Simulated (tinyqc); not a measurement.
Worked calculation: lattice vibrations of a chain. One step of it, computed by the program tinyqc.

Question. Dynamical matrix at q = 0.22. q is in units of 2 pi/a. A spring k from atom i to atom j, n cells on, adds k to Phi_ii and Phi_jj, -k exp(2 pi i q n) to Phi_ij and the conjugate to Phi_ji (for one atom a cell: 2k (1 - cos 2 pi q n)); D_ij = Phi_ij / sqrt(m_i m_j).

A chain moving along its axis:

| atom | mass (u) | spring to the next atom (eV/angstrom^2) |
|---|---|---|
| 1 | 28.400000 | 28.400000 |
| 2 | 37.800000 | 8.500000 |
| 3 | 90.900000 | 26.500000 |
| 4 | 38.500000 | 12.000000 |

Give: D(q).

Answer.

D(q) (eV/(angstrom^2 u)), lower triangle (Hermitian):
```
               1       2       3      4
1          1.423
2         -0.867   0.976
3          0.000  -0.145   0.385
4  -0.068-0.356i   0.000  -0.448  1.000
```
